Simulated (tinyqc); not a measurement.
Input admittance of a MOSFET at zero drain bias: distributed channel and distributed gate: one step of the calculation.

Source and drain grounded, strong inversion, w = 2 pi f, Cox = eps0 eox/tox. The channel is an RC line of resistance 1/(mu Cox Vo) per square fed from both ends, so one finger has the intrinsic admittance y = i w Cox L tanh(g)/g per width, g = (1/2) sqrt(i w tau), tau = L^2/(mu Vo). The vertical resistance rv/L is in series with y, the overlaps 2 i w Cov in parallel: y_t = 1/(1/y + rv/L) + 2 i w Cov. The gate strip is a line of Rsh/L per length loaded by y_t, so a finger has Y = y_t Wf tanh(k)/k, k = (Wf/sd) sqrt(y_t Rsh/L); the device has Nf Y.

Problem. Admittance of the channel and stack per width. tau, g, c = Cox L, y and y_t as defined.

Parameters, values chosen for the exercise; values of the order met in silicon radio-frequency transistors: relative permittivity of the gate insulator (close to silicon dioxide) eox = 3.9; insulator thickness tox = 5 nm; channel length L = 0.22 um; channel mobility mu = 180 cm^2/(V s); gate overdrive Vo = 0.46 V; vertical resistivity of the gate stack rv = 1.3 ohm um^2; overlap and fringe capacitance on each side Cov = 0.34 fF/um; frequency f = 1.4 GHz.

Constants: eps0 = 8.8541878128e-14 F/cm where lengths are in cm. Results are converted to the units shown.

Give: tau; g; c; y; y_t.

Solution.

tau = 5.8454 ps
g = 0.080171+0.080171i
c = 1.5194 fF/um
y = 0.057+13.365i uS/um
y_t = 0.058+19.346i uS/um

w tau = 0.0514, and Im y is 1.00 of w c.

Computed by the program tinyqc: `OMP_NUM_THREADS=1 python tinyqc.py 2262083 2262084 out.jsonl`, one thread of a shared Intel Xeon 2.30GHz, about 0.01 s for the whole run.
